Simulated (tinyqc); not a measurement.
Buckled dimers of a reconstructed (001) surface, two dangling bonds a dimer: one step. The bands on the mesh.

In a dimer one atom moves up by z and the other down by z; the dangling bond of the up atom (more s-like) falls by gm z and that of the down atom rises by gm z. With all dimers tilted alike: H(k) = [[-gm z - 2 ta cos k, -tp - 2 tx cos k], [., gm z - 2 ta cos k]], k along the row in 1/a. Two electrons a dimer fill the lowest N of the 2N levels on the mesh k_j = (j + 1/2) pi/N. Total energy a dimer: W(z) = (2/N) sum of the filled levels + kf z^2. Repulsion between electrons is left out.

Inputs chosen for the exercise (of the size met on diamond (001); not measured data): tp = 1.36 eV (pi coupling inside a dimer); ta = 0.16 eV (coupling between like atoms along the row); tx = 0.07 eV (diagonal coupling along the row); gm = 2.22 eV/angstrom (shift of a dangling bond with height); kf = 6.1 eV/angstrom^2 (force constant of buckling); z = 0.33 angstrom (a trial buckling); N = 16 (k points).

Problem. Both levels at each k_j for the trial z, and W(z).

Give: a table of j, k (pi/a), lower, upper; band energy; elastic energy; W.

Solution.

Levels (eV):
```
j   k (pi/a)    lower   upper
0     0.0312  -1.9872  1.3503
1     0.0938  -1.9701  1.3577
2     0.1562  -1.9367  1.3723
3     0.2188  -1.8882  1.3935
4     0.2812  -1.8265  1.4205
5     0.3438  -1.7540  1.4523
6     0.4062  -1.6736  1.4878
7     0.4688  -1.5882  1.5255
8     0.5312  -1.5013  1.5641
9     0.5938  -1.4162  1.6020
10    0.6562  -1.3361  1.6378
11    0.7188  -1.2642  1.6702
12    0.7812  -1.2030  1.6978
13    0.8438  -1.1550  1.7195
14    0.9062  -1.1220  1.7345
15    0.9688  -1.1052  1.7421
```

band energy = -3.0910 eV
elastic energy = 0.6643 eV
W = -2.4267 eV

The lower band is full and the upper empty.

tinyqc: `OMP_NUM_THREADS=1 python tinyqc.py 1482154 1482155 out.jsonl`; about 0.03 s, one thread, shared Intel(R) Xeon(R) Processor @ 2.30GHz.
